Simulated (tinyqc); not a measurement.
Worked calculation: Keating valence-force model of a tetrahedral crystal. Computed by tinyqc, a small Python program that keeps every step. Command: `OMP_NUM_THREADS=1 python tinyqc.py 3019463 3019464 out.jsonl keating walk`. One thread of a shared host (Intel(R) Xeon(R) Processor @ 2.30GHz), about 0.02 s of CPU time with the checks. Intermediate numbers are printed to about 6 digits and carried at full precision; extremes and crossings named in words are read from the listed rows.

Atom A sits at 0 and atom B at a/4 (1,1,1) of an fcc lattice; the four bonds from A are t = a/4 (1,1,1), a/4 (1,-1,-1), a/4 (-1,1,-1), a/4 (-1,-1,1), of length d = sqrt(3) a/4. Energy: E = (3 alpha/(8 d^2)) sum over bonds (r.r - d^2)^2 + (3 beta/(8 d^2)) sum over pairs of bonds at one atom (r_i.r_j + d^2/3)^2, with beta_A for the six pairs at A and beta_B for the six at B. The cell holds two atoms, Omega = a^3/4. 1 N/m = 1 J/m^2. With constants fitted to the elastic moduli this model puts optical and zone-boundary frequencies of real crystals too high, by up to about 20 % in elemental crystals and up to about 50 % in compounds, and mostly by more for TA modes; in compounds the lattice part of the static dielectric constant then comes out too low.

Inputs (values chosen for the exercise, modelled on cubic gallium nitride):

| quantity | value | unit |
|---|---|---|
| lattice constant a | 4.52 | angstrom |
| mass M_A | 69.72 | u |
| mass M_B | 14.007 | u |
| bond stretching alpha | 80.2 | N/m |
| bond bending beta_A | 17.1 | N/m |
| bond bending beta_B | 17.1 | N/m |
| Born charge Z* | 2.74 | e |
| eps_inf | 5.29 | - |
| mesh divisions n | 4 | - |
| temperature T | 300 | K |

Structure: zinc blende.

wave vector q (2 pi/a): 0.12  0.35  0.072

Constants: 1 eV/angstrom^2 = 16.02176634 J/m^2; nu for 1 eV/(angstrom^2 u) = 15.6333042 THz; 1 THz = 33.35640952 1/cm; e^2/(4 pi eps_0) = 14.39964548 eV angstrom; u = 1.6605390666e-27 kg; h x 1 THz = 4.135667696 meV; k_B = 8.617333262e-05 eV/K.

## Dynamical matrix at q

With displacements u exp(i q.r), each bracket changes by g.u, where g = (g_A, g_B): bond t, g = (-2 t, 2 t exp(i q.t)); pair (i, j) at A, g = (-(t_i + t_j), t_i exp(i q.t_j) + t_j exp(i q.t_i)); pair at B, g = (-t_i exp(-i q.t_j) - t_j exp(-i q.t_i), t_i + t_j). Then D_mn = sum over the 4 bonds and 12 pairs of (4 k/a^2) conj(g_m) g_n / sqrt(M_m M_n), with k = alpha or beta converted to eV/angstrom^2. Only the short-range forces enter; the Coulomb field of the charges is left out.

D(q) (eV/(angstrom^2 u)), lower triangle (Hermitian):
```
                   A x                A y                A z               B x
A x            0.35017
A y   0.00502+0.00163i            0.36437
A z   0.00126-0.00061i   0.00306-0.00293i            0.34955
B x  -0.64689-0.00859i   0.04904+0.04765i   0.00909+0.25708i           1.74298
B y   0.04904+0.04765i  -0.64689-0.00859i   0.02920+0.08003i  0.02499-0.00813i
B z   0.00909+0.25708i   0.02920+0.08003i  -0.64689-0.00859i  0.00629+0.00304i

                  B y      B z
B y           1.81364
B z  0.01523+0.01460i  1.73988
```

## Frequencies at q

Diagonalise the Hermitian matrix D. An eigenvalue lambda of D in eV/(angstrom^2 u) gives nu = 15.6333042 THz x sqrt(lambda). The weight on A is the sum of |e|^2 over the three components of atom A.

frequencies (THz): 3.3604  3.5799  5.6299  22.2294  22.2977  22.5253

weights on atom A: 0.848136  0.850321  0.877423  0.142017  0.150581  0.131522

The top mode has 13 % of its weight on A, the heavier atom.

## Elastic constants and internal strain

beta = (beta_A + beta_B)/2; C11 = (alpha + 3 beta)/a, C12 = (alpha - beta)/a, C44 = 4 alpha beta/(a (alpha + beta)); with the two sublattices clamped C44(0) = (alpha + beta)/a; internal-strain parameter zeta = (alpha - beta)/(alpha + beta); B = (C11 + 2 C12)/3.

C11 = 290.929 GPa

C12 = 139.602 GPa

C44 = 124.732 GPa

clamped C44(0) = 215.265 GPa

internal-strain parameter zeta = 0.648510

bulk modulus B = 190.044 GPa

Letting the sublattices shift lowers C44 by 42 %, which is zeta^2. A shear is shared between bond lengths and angles. The model fixes 2 C44 (C11 + C12)/((C11 - C12)(C11 + 3 C12)) = 1.000 whatever alpha and beta are.

## Optical mode at the zone centre

beta = (beta_A + beta_B)/2; mu = M_A M_B/(M_A + M_B); lambda = 4 (alpha + beta)/mu with the springs in eV/angstrom^2; nu = 15.6333042 THz x sqrt(lambda).

reduced mass mu = 11.6637 u

nu_TO at G = 22.5613 THz

the same as a wavenumber = 752.563 1/cm

## LO-TO splitting

The long-range field adds 4 pi Z*^2 (e^2/(4 pi eps_0))/(eps_inf Omega mu) to lambda for the longitudinal mode at q -> 0; lambda = (nu/15.6333042 THz)^2; eps_0 = eps_inf (nu_LO/nu_TO)^2 (Lyddane-Sachs-Teller; here eps_0 is the static dielectric constant).

nu_LO at G = 27.2415 THz

static dielectric constant = 7.71240

The splitting is 20.7 % of nu_TO, and the lattice adds 2.42 to the dielectric constant.

## Frequencies at the zone boundary

The formulas are those given above.

Frequencies (THz) at points given in 2 pi/a:

| point | nu 1 | nu 2 | nu 3 | nu 4 | nu 5 | nu 6 |
|---|---|---|---|---|---|---|
| X (1, 0, 0) | 6.71411 | 6.71411 | 10.0060 | 21.5391 | 21.5391 | 22.3237 |
| L (0.5, 0.5, 0.5) | 4.88377 | 4.88377 | 9.7115 | 21.9497 | 22.0263 | 22.0263 |
| W (1, 0.5, 0) | 7.15586 | 7.65279 | 9.2279 | 20.5878 | 21.5734 | 23.0715 |
| K (0.75, 0.75, 0) | 6.25946 | 7.88153 | 9.4014 | 20.7284 | 21.6756 | 22.9213 |

At X the two longitudinal modes are split (10.01 and 22.32 THz) because each moves one sublattice alone.

## Lowest frequency at X

Take the lowest frequency at X = (1, 0, 0) 2 pi/a, the transverse acoustic (TA) mode.

TA frequency at X = 6.71411 THz

## Transverse acoustic branch against its sound line

The sound line is nu = v q/(2 pi) with v = sqrt(C44/rho), rho = (M_A + M_B)/Omega; the clamped line uses C44(0).

Frequencies (THz) along G-X:

| q (2 pi/a) | lowest branch | sound line, relaxed C44 | sound line, clamped C44(0) | third-lowest frequency | highest frequency |
|---|---|---|---|---|---|
| 0.05 | 0.50304 | 0.5034 | 0.6614 | 0.7682 | 22.5604 |
| 0.15 | 1.49968 | 1.5103 | 1.9841 | 2.2875 | 22.5533 |
| 0.30 | 2.93498 | 3.0206 | 3.9682 | 4.4612 | 22.5288 |
| 0.45 | 4.23836 | 4.5309 | 5.9523 | 6.4094 | 22.4869 |
| 0.60 | 5.33722 | 6.0412 | 7.9363 | 8.0251 | 22.4312 |
| 0.75 | 6.15552 | 7.5515 | 9.9204 | 9.2087 | 22.3733 |
| 0.90 | 6.62275 | 9.0618 | 11.9045 | 9.8762 | 22.3324 |
| 1.00 | 6.71411 | 10.0687 | 13.2272 | 10.0060 | 22.3237 |

At small q the branch follows the relaxed line (0.999 of it, against 0.761 of the clamped one): in a long shear wave the sublattices shift against each other. At X it reaches 67 % of the relaxed line. Real tetrahedral semiconductors have flatter TA branches than a Keating model fitted to their elastic constants, which needs longer-ranged terms to mend.

## Thermal sums on a mesh

Mesh: q = sum_i (m_i + 1/2)/n b_i, m_i = 0..n-1, with b = [[-1, 1, 1], [1, -1, 1], [1, 1, -1]] in 2 pi/a; sums over the six modes are averaged over the n^3 points and halved, per atom. With x = h nu/(k_B T) and n = 1/(exp(x) - 1) for each mode: F = k_B T [x/2 + ln(1 - exp(-x))], U = k_B T x (n + 1/2), S/k_B = x n - ln(1 - exp(-x)), C/k_B = x^2 n (n + 1). The acoustic share counts the three lowest modes at each q; zero-point energy = sum h nu/2.

free energy F = 69.4122 meV/atom

entropy S = 1.76318 k_B/atom

heat capacity C = 1.94422 k_B/atom

acoustic share of C = 0.698846

zero-point energy = 88.7753 meV/atom

C is 65 % of the classical value; the optical modes are partly excited.

Checks made by the program: slopes of the acoustic branches along [110] against C11, C12 and the relaxed C44 (relative difference 1e-06); zone-centre optical mode against D(q = 0) (relative difference below 1e-10); longitudinal modes at X against the diagonal of D (relative difference below 1e-10).
